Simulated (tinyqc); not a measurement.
Rutherford backscattering from a thin compound film on silicon: kinematics, yields, composition and thickness: one step, computed by the program tinyqc. Command: `OMP_NUM_THREADS=1 python tinyqc.py 3003817 3003818 out.jsonl rbs walk`. One thread of a shared host (Intel(R) Xeon(R) Processor @ 2.30GHz), about 0.01 s of CPU time with the checks.

Singly charged helium ions (Z1 = 2, M1 = 4.0026 u) enter at the tilt angle a1 to the normal and leave at a2 = |180 - theta - tilt| in the same plane. The film is A B_x.

Question. Kinematics. Kinematic factor K = [(sqrt(M^2 - M1^2 sin^2 theta) + M1 cos theta)/(M + M1)]^2. Surface edges lie at K E0; substrate silicon has M = 28.09 u. Mass resolution at M_A = resolution/(E0 dK/dM).

Inputs (values chosen for the exercise, modelled on a helium beam on SiGe):

| quantity | value | unit |
|---|---|---|
| beam energy E0 | 2.2 | MeV |
| scattering angle theta | 170 | degrees |
| heavy element: mass M_A | 72.6 | u |
| light element: mass M_B | 28.09 | u |
| detector resolution (FWHM) | 11 | keV |

Give: kinematic factors; surface edges; mass resolution at M_A.

Answer.

kinematic factors: A 0.80326, B 0.56578, Si 0.56578

surface edges (keV): A 1767.2, B 1244.7, Si 1244.7

mass resolution at M_A = 2.0586 u

K flattens for heavy targets, so masses within 2.1 u of A cannot be told apart.
